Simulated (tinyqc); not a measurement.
Changing the roughness sigma: sputter depth profiling of a dopant layer: erosion rate, quantification and the mixing-roughness response. Computed by tinyqc, a small Python program. Command: `OMP_NUM_THREADS=1 python tinyqc.py 3021595 3021596 out.jsonl sims sweep`. One thread of a shared host (Intel(R) Xeon(R) Processor @ 2.30GHz), about 0.3 s of CPU time with the checks.

A rastered ion beam erodes silicon (49.94 atoms per nm^3). The measured profile is the true one convolved with a depth response.

Inputs (values chosen for the exercise, modelled on a dopant in silicon under an oxygen or caesium beam): beam energy E = 2.2 keV; beam current = 28 nA; raster side = 400 um; sputter yield at 1 keV = 0.55; mixing length at 1 keV = 2.1 nm; depth of the top edge z0 = 24 nm; box width b = 20 nm; box concentration C = 1.9e+19 1/cm^3; relative sensitivity factor RSF = 4.6e+20 1/cm^3; matrix count rate = 1.8e+06 1/s; background count rate = 6.3 1/s; counting time per point = 2 s; level that defines the junction C_B = 6e+17 1/cm^3.

True profile: box.

Constants: e = 1.602176634e-19 C.

Method:
- Scaling chosen for the exercise: yield Y = Y1 E^0.5, mixing length w = w1 E^0.5 (E in keV).
- Erosion rate = Y I/(e x raster^2 x density); depth step = rate x counting time; concentration = RSF x counts/matrix counts; detection limit = RSF x 3 sqrt(background x time)/(matrix rate x time).
- Mixing alone turns a layer at z0 into (1/w) exp(-(z - z0 + w)/w) for z > z0 - w; roughness adds a Gaussian of width sigma. With x = z - z0 + w: g(x) = (1/(2w)) exp(sigma^2/(2 w^2) - x/w) erfc((sigma/w - x/sigma)/sqrt2), and its integral G(x) = (1/2) erfc(-x/(sigma sqrt2)) - w g(x). Measured: C [G(x) - G(x - b)].
- Find the maximum, the full width at half maximum and the deep point where the profile falls to C_B; far down, the trailing edge decays by w ln(10) per decade.
- Convolution adds means and variances: the response has mean 0 (shift -w plus exponential mean w) and variance w^2 + sigma^2; a box adds the mean b/2 and the variance b^2/12.

One run for each value; columns: (1) roughness sigma (nm); (2) full width at half maximum (nm); (3) peak concentration (1/cm^3); (4) maximum minus centroid (nm); (5) apparent junction depth (nm):
```
(1)     (2)        (3)    (4)    (5)
0.15  20.01  1.896e+19  6.451  51.65
0.24  20.01  1.896e+19  6.197  51.65
0.38  20.01  1.895e+19  5.813  51.67
0.61  20.01  1.894e+19  5.210  51.70
0.98  20.02  1.892e+19  4.310  51.80
1.60  20.05  1.886e+19  2.999  52.05
2.50  20.13  1.869e+19  1.535  52.65
4.00  20.56  1.808e+19  0.226  54.19
```

Over the rows, full width at half maximum (nm) rises from 20.0 to 20.6; peak concentration (1/cm^3) falls from 1.90e19 to 1.81e19 (exponent d ln y / d ln x -3.9e-4 between the first rows and -0.071 between the last); maximum minus centroid (nm) falls from 6.45 to 0.226 (exponent d ln y / d ln x -0.085 between the first rows and -4.1 between the last). At the low end the exponent of full width at half maximum is 0.00, close to 0: the box is resolved. Roughness broadens both edges and makes the response more symmetric; far down the tail the slope stays w ln(10).

Extremes, crossings and ranges named in words are read from the listed rows.
